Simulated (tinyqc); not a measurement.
## Resistance of a tapered via with liner, size effect and interface: via resistance against the diameter at the bottom

A round via whose diameter grows from db at the bottom as D(z) = db + 2 z/tan(ang). The fill, of diameter D - 2 tl, starts above the bottom liner (thickness fb tl) and has rho = rho0 (1 + ks lam/(D - 2 tl)); the sidewall liner conducts in parallel with it. The bottom liner and the interface are crossed over the full area pi db^2/4. Spreading in the lines above and below is left out.

Slices between z0 = fb tl and hv, evaluated at their midpoints: conductance per length pi/4 [(D - 2 tl)^2/rho + (D^2 - (D - 2 tl)^2)/rl], slice resistance = slice height over that. 2000 slices. R_fill = sum of the slices; R_bottom = rl fb tl/(pi db^2/4); R_interface = ri/(pi db^2/4); ballistic (Sharvin) limit 1/(Sb pi (db - 2 tl)^2/4); ideal cylinder rho0 hv/(pi db^2/4).

Inputs (values chosen for the exercise); fill metal close to copper:
- hv = 78 nm (height)
- ang = 87 degrees (sidewall angle)
- rho0 = 1.72 uohm cm (bulk resistivity of the fill)
- lam = 40 nm (mean free path of the fill)
- ks = 1 (size-effect factor)
- tl = 3 nm (liner on the sidewall)
- fb = 0.5 (liner at the bottom over that on the sidewall)
- rl = 410 uohm cm (resistivity of the liner)
- ri = 3.2e-12 ohm cm^2 (interface resistivity at the bottom)
- Sb = 1.1e15 S/m^2 (ballistic conductance per area, about 3/(4 rho0 lam))

Via resistance against the diameter at the bottom:
columns A: db (nm); B: R_fill (ohm); C: R_bottom (ohm); D: R_interface (ohm); E: R (ohm); F: ballistic limit (ohm); G: R over ideal cylinder; H: largest part
```
A         B      C        D      E       F      G             H
8.3   539.3  113.7    5.914  658.9   218.8  26.57          fill
11    147.1  64.71    3.367  215.1   46.30  15.24          fill
16    36.18  30.59    1.592  68.36   11.57  10.25          fill
22    13.02  16.18   0.8418  30.04   4.521  8.513  bottom liner
30    5.253  8.700   0.4527  14.41   2.010  7.590  bottom liner
42    2.098  4.439   0.2310  6.768  0.8931  6.989  bottom liner
58   0.9144  2.328   0.1211  3.363  0.4281  6.623  bottom liner
80   0.4156  1.224  0.06366  1.703  0.2114  6.380  bottom liner
```

What does the comparison show?

R falls from 659 to 1.70 ohm. The fill is the largest part at db = 8.3, the bottom liner from 22 on. R goes as db^(-3.97) between the first two rows and db^(-2.12) between the last two; area alone gives -2. For db = 80 the ballistic limit exceeds half of R_fill, so the diffusive model understates R.

tinyqc, about 0.01 s, one thread, Intel Xeon 2.30GHz (shared host): `OMP_NUM_THREADS=1 python tinyqc.py 2750169 2750170 out.jsonl`
